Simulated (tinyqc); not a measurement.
Self-heating of a transistor with one or more fingers, with temperature-dependent conductivity: one step, computed by the program tinyqc. Command: `OMP_NUM_THREADS=1 python tinyqc.py 3012729 3012730 out.jsonl selfheat walk`. One thread of a shared host (Intel(R) Xeon(R) Processor @ 2.30GHz), about 0.05 s of CPU time with the checks.

N long parallel fingers lie on the top face of a slab whose bottom is held at T_0; the top is otherwise insulated, and heat flows in two dimensions. P in W/mm is 1000 P in W/m.

Task: Correction for the falling conductivity. Kirchhoff transformation for kappa = kappa_0 (T/T_0)^-m: T = T_0 [1 - (m - 1) theta/T_0]^(-1/(m - 1)), where theta is the linear rise. The bracket vanishes at the power P T_0/((m - 1) theta).

Inputs (values chosen for the exercise, modelled on indium phosphide): exponent m in kappa ~ T^-m = 1.44; base temperature T_0 = 358 K; power per gate width P = 0.66 W/mm.

Power: power rises with temperature.

largest theta = 41.07723 K

Give: peak temperature; true rise; true rise / linear rise; power at which the formula diverges.

Result:

peak temperature = 402.73 K

true rise = 44.732 K

true rise / linear rise = 1.0890

power at which the formula diverges = 13.073 W/mm

The falling conductivity adds 8.9 % to the rise.
